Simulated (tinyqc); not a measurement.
What moves the results: averaged masses of warped heavy- and light-hole bands. A value that a table varies takes the place of the one given here.

Four-band hole energies E = c k^2 f(u), c = hbar^2/2m0, f = g1 -/+ 2 sqrt(g2^2 + 3 (g3^2 - g2^2) s), s = ux^2 uy^2 + uy^2 uz^2 + uz^2 ux^2 for the unit vector u; minus for heavy, plus for light holes; the mass along u is 1/f.

Grid: n x n midpoints in cos(theta) from 0 to 1 and phi from 0 to pi/2, equal weights. m_d = <f^(-3/2)>^(2/3). Conductivity mass for one scattering time: 1/m_c = <|w|^2 f^(-5/2)>/<f^(-3/2)> with w = grad_k(k^2 f)/(2 k), that is |w|^2 = f^2 + |angular gradient of f|^2/4.

Values chosen for the exercise (out of a larger set: near those of InSb; not measured data):
```
symbol  value  unit  meaning
g1      35.01        Luttinger gamma1
g2      15.56        gamma2
g3      16.53        gamma3
```

## Ways to average over directions

Heavy and light m_d on grids of growing n, against n = 160; also the three-direction rule <F> = (10 F[100] + 16 F[110] + 9 F[111])/35 and the spherical masses 1/(g1 (1 -/+ mu)), mu = (6 g3 + 4 g2)/(5 g1).

Masses (m0):
```
method             heavy   light  error heavy (%)  error light (%)
grid n = 1        0.5052  0.0147            31.75            -1.09
grid n = 2        0.3904  0.0148             1.82            -0.17
grid n = 3        0.3872  0.0148             0.97            -0.08
grid n = 5        0.3845  0.0149             0.29            -0.03
grid n = 10       0.3837  0.0149             0.07            -0.01
grid n = 160      0.3834  0.0149             0.00             0.00
three directions  0.3998  0.0149             4.27             0.02
spherical         0.3668  0.0149            -4.33             0.01
[100] alone       0.2571  0.0151           -32.96             1.77
```

The heavy mass is within 1 % from grid n = 3 on. Three directions err by +4.27 %, the spherical form by -4.33 % and [100] alone by -33.0 %; for light holes the same three err by +0.02, +0.01 and +1.8 %. The power -3/2 weights the heavy directions near [111], which a mean of f misses.

## Cyclotron masses against the field direction

For the central orbit m_cyc is the mean of 1/f(u) over the directions u normal to B (360 points on the circle). B lies in the (1-10) plane at the angle from [001]; 54.7 degrees is [111], 90 is [110].

Masses (m0):
```
angle (degrees)   heavy   light
0.0              0.3261  0.0150
15.0             0.3409  0.0149
30.0             0.3778  0.0149
45.0             0.4078  0.0148
54.7             0.4125  0.0148
70.0             0.4081  0.0148
90.0             0.4039  0.0148
```

The heavy mass is smallest at 0 and largest at 54.7 degrees of the angles listed, a spread of 27 %; the light mass varies by 1.1 %. The orbit normal to [001] has s between 0 and 1/4, the orbit normal to [111] has s = 1/4 all round, which gives 1/(g1 - sqrt(g2^2 + 3 g3^2)) = 0.4125. This is the classical limit; low Landau levels of holes depart from it.

## Several materials

The inputs are values chosen for the exercise; n = 40; delta = (g3 - g2)/g1.

Results:
```
case            g1    g2    g3  m_d heavy  m_c heavy  m_d light  delta
A near GaP    4.04  0.49  1.25      0.508      0.446     0.1665  0.188
B near Ge    13.29  4.22  5.66      0.351      0.278     0.0426  0.108
C near InAs  19.94  8.54  9.20      0.502      0.446     0.0264  0.033
D near Si     4.27  0.34  1.44      0.520      0.415     0.1557  0.258
E near GaSb  13.31  4.71  6.02      0.490      0.349     0.0411  0.098
F near GaAs   7.01  2.05  2.92      0.590      0.467     0.0821  0.124
```

Heavy masses span a factor of 1.7 and light ones 6.3: the coupling to the conduction band adds to g1, 2 g2 and 2 g3 alike, so it cancels for heavy holes and doubles for light ones. The ratio m_c/m_d of the heavy holes is lowest for E (0.71); delta is largest for D; the heavy band feels the warping rather through (g3 - g2)/(g1 - 2 g3), which runs from 0.43 to 1.03 here and is 1.03 for the case with the lowest ratio.

## What each parameter does

n = 40. Each row changes one parameter from the base and keeps the others.

Results:
```
case         m_d heavy (m0)  m_c heavy (m0)  m_d light (m0)  m_c light (m0)
base                 0.3835          0.3317          0.0149          0.0149
g1 = 33.96           0.6696          0.4676          0.0151          0.0151
g2 = 16.027          0.4320          0.4088          0.0148          0.0148
g3 = 17.026          0.5561          0.3389          0.0147          0.0147
```

The largest shifts from the base row, up to three for each result and ties (the steps differ in size, so this ranks the rows, not the parameters). m_d heavy (m0): g1 +0.2862, g3 +0.1727, g2 +0.0485. m_c heavy (m0): g1 +0.1358, g2 +0.0771, g3 +0.0072. m_d light (m0): g1 +0.0002, g3 -0.0001, g2 -0.0001. m_c light (m0): g1 +0.0002, g3 -0.0001, g2 -0.0001.

(tinyqc, `OMP_NUM_THREADS=1 python tinyqc.py 1080983 1080984 out.jsonl`, Intel(R) Xeon(R) Processor @ 2.30GHz, 1 thread, shared host, about 0.03 s.)
